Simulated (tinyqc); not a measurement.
Ion implantation: universal nuclear stopping, Lindhard-Scharff electronic stopping and a Gaussian range profile: one step, computed by the program tinyqc.

An ion slows by elastic collisions with screened nuclei and by friction with electrons; channelling is ignored and the target is uniform.

Problem. Damage. Kinchin-Pease count with efficiency 0.8: N_d = 0.8 nu/(2 E_d), taking all of nu as damage energy (an upper estimate, as recoils also lose energy to electrons). Spread over a depth R_p + dR_p, displacements per atom = Q N_d/(N (R_p + dR_p)).

Inputs (values chosen for the exercise, modelled on arsenic ions in diamond): target density N = 176.3 1/nm^3; dose Q = 2.1e+13 1/cm^2; displacement energy E_d = 40 eV.

energy lost to nuclei nu = 111.1124 keV

projected range R_p = 49.11570 nm

straggle dR_p = 11.29437 nm

Give: displacements per ion N_d; displacements per atom.

Solution.

displacements per ion N_d = 1111

displacements per atom = 0.02191

One displacement per atom would need a dose of 9.6e14 per cm^2 if no defects annealed.
